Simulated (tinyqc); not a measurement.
# Strained alloy layer of InAs and AlAs on (001) InP, model-solid band line-up: gaps, strain and offsets against composition

The layer is x parts of the first compound and 1 - x of the second, grown coherently on the third as substrate and barrier. Rows of the table: lattice constant a, average valence level Ea on an absolute scale, spin-orbit splitting so, gaps at Gamma, X and L, hydrostatic deformation potentials av and ac (Gamma), shear potential b, elastic constants, electron and heavy-hole (along z) masses. All are interpolated linearly in x; gaps get -C x (1 - x), taken wholly in the conduction band; real line-ups can differ from this model by 0.1 eV or more.

In-plane strain e = (a_substrate - a)/a, e_z = -2 (c12/c11) e, volume change 2 e + e_z. With v = 2 e + e_z and d = 2 b (e_z - e): Eav = Ea + av v; E_hh = Eav + so/3 - d/2; E_lh = Eav - so/6 + d/4 + sqrt(so^2 + so d + 9 d^2/4)/2; E_c = Ea + so/3 + EG + ac v (Gamma). Substrate: E_v = Ea + so/3, E_c = E_v + EG. Well depths: dEc = E_c(substrate) - E_c, dEhh = E_hh - E_v(substrate), dElh likewise; strained Gamma gap E_c - max(E_hh, E_lh); positive values confine carriers in the layer. Matthews-Blakeslee for 60-degree dislocations in a single layer: hc = k (ln(hc/bv) + 1), k = bv (1 - nu/4)/(4 pi |e| (1 + nu)), nu = c12/(c11 + c12), bv = a/sqrt(2); the larger root. The valence offset is the larger of dEhh and dElh; a dash marks |e| under 0.02 % or no root.

Inputs (values chosen for the exercise):
- CG = 0.7 eV (bowing of the Gamma gap)
- CX = 0 eV (bowing of the X gap)
- CL = 0 eV (bowing of the L gap)

Binary compounds, values chosen for the exercise:
```
,close to InAs,close to AlAs,close to InP
a (angstrom),6.058,5.661,5.869
Ea (eV),-6.67,-7.49,-7.04
so (eV),0.376,0.276,0.109
EG (eV),0.356,3,1.35
EX (eV),1.38,2.17,2.2
EL (eV),1.06,2.35,1.9
av (eV),1.01,2.5,1.29
ac (eV),-5.1,-5.64,-5.03
b (eV),-1.79,-1.52,-1.72
c11 (GPa),82.5,126,100
c12 (GPa),45.5,53.2,56.4
me (m0),0.0228,0.149,0.0809
mh (m0),0.334,0.469,0.525
```

Result of one run:
```
x,e (%),relaxed Gamma gap (eV),lower of X and L gaps (eV),strained Gamma gap (eV),E_hh - E_lh (meV),dEc (eV),valence offset (eV),hc (nm)
0.3,1.538,2.060,1.933,1.874,-105.6,-0.4789,-0.04481,5.30
```

What becomes of these results when the fraction of the first compound in the layer x is changed from 0.3 to 0.47, all else the same?

Result of the changed run:
```
x,e (%),relaxed Gamma gap (eV),lower of X and L gaps (eV),strained Gamma gap (eV),E_hh - E_lh (meV),dEc (eV),valence offset (eV),hc (nm)
0.47,0.3661,1.583,1.744,1.543,-24.20,-0.2188,0.02623,33.9
```

The whole series:
```
x,e (%),relaxed Gamma gap (eV),lower of X and L gaps (eV),strained Gamma gap (eV),E_hh - E_lh (meV),dEc (eV),valence offset (eV),hc (nm)
0.3,1.538,2.060,1.933,1.874,-105.6,-0.4789,-0.04481,5.30
0.36,1.121,1.887,1.886,1.755,-76.23,-0.3834,-0.02170,8.15
0.41,0.7766,1.747,1.821,1.658,-52.22,-0.3069,-8.673e-4,13.2
0.47,0.3661,1.583,1.744,1.543,-24.20,-0.2188,0.02623,33.9
0.53,-0.04105,1.424,1.666,1.426,2.657,-0.1345,0.05853,446
0.58,-0.3778,1.296,1.602,1.311,23.96,-0.06735,0.1067,32.6
0.64,-0.7790,1.147,1.524,1.175,48.01,0.009716,0.1657,13.1
0.69,-1.111,1.026,1.460,1.063,66.67,0.07098,0.2159,8.22
0.75,-1.506,0.8858,1.383,0.9315,87.29,0.1410,0.2775,5.42
```

The relaxed Gamma gap falls from 2.06 to 0.886 eV and the strained one falls from 1.87 to 0.932 eV. The lattice matches the substrate at x = 0.524; the heavy hole is on top where the layer is compressed (e < 0) and the light hole where it is stretched. The relaxed alloy turns direct at x = 0.361. dEc rises from -0.479 to 0.141 eV and the valence offset rises from -0.0448 to 0.277 eV. At the largest strain listed, 1.54 %, strain changes the gap by -186 meV. For x = 0.3, 0.36 the lowest conduction valley of the relaxed alloy is X or L, so the gap and dEc listed hold for Gamma only.

Program tinyqc, `OMP_NUM_THREADS=1 python tinyqc.py 2690075 2690076 out.jsonl`; Intel Xeon 2.30GHz, shared host, one thread, about 0.01 s.
